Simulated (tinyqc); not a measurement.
From results back to parameters: two-level Kane dispersion of a narrow-gap semiconductor. Two cases, with inputs chosen for the exercise.

Problem. In the two-level Kane model E = Eg/2 + sqrt(Eg^2/4 + (2/3) Ep c k^2), c = hbar^2/2m0, and the momentum mass is m(k) = (3/(2 Ep)) sqrt(Eg^2 + (8/3) Ep c k^2). It is given at the Fermi wave vectors kF = (3 pi^2 n)^(1/3) of two densities (1 cm^-3 = 1e-24 angstrom^-3).

Constants: hbar^2/2m0 = 3.80998211 eV angstrom^2.

Case 1.

Values chosen (out of a larger set: near those of InSb; not measured data): n12 = (4.8e+15, 4.2e+17) cm^-3 (two densities).

masses at the two densities (m0): 0.01675665  0.02813628

Case 2.

Values chosen (out of a larger set: near those of HgTe; not measured data): n12 = (8.2e+15, 3.8e+17) cm^-3 (two densities).

masses at the two densities (m0): 0.02457709  0.03407828

Find: kF^2; Ep; edge mass; |Eg|.

Solution.

Case 1.

kF^2 (1/angstrom^2): 2.7234e-05  0.00053676

Ep = 22.8 eV
edge mass = 0.01592 m0
|Eg| = 0.242 eV

m^2 = m0*^2 + (6 c/Ep) kF^2 is a straight line in kF^2: the slope gives Ep, the intercept the edge mass, and |Eg| = (2/3) Ep m0*. The sign of Eg does not enter. The two-level form takes Dso as infinite, which overstates the mass where Dso is not large against Eg.

Case 2.

kF^2 (1/angstrom^2): 3.8919e-05  0.00050211

Ep = 19.0 eV
edge mass = 0.02361 m0
|Eg| = 0.299 eV

m^2 = m0*^2 + (6 c/Ep) kF^2 is a straight line in kF^2: the slope gives Ep, the intercept the edge mass, and |Eg| = (2/3) Ep m0*. The sign of Eg does not enter. For Eg < 0 the edge mass does not depend on Dso, which enters only as EF nears it.

Computed by tinyqc, one run a case: `OMP_NUM_THREADS=1 python tinyqc.py N N+1 out.jsonl` with N = 1080396, 1080415; one thread of a shared Intel(R) Xeon(R) Processor @ 2.30GHz, about 0.01 s a run at most.
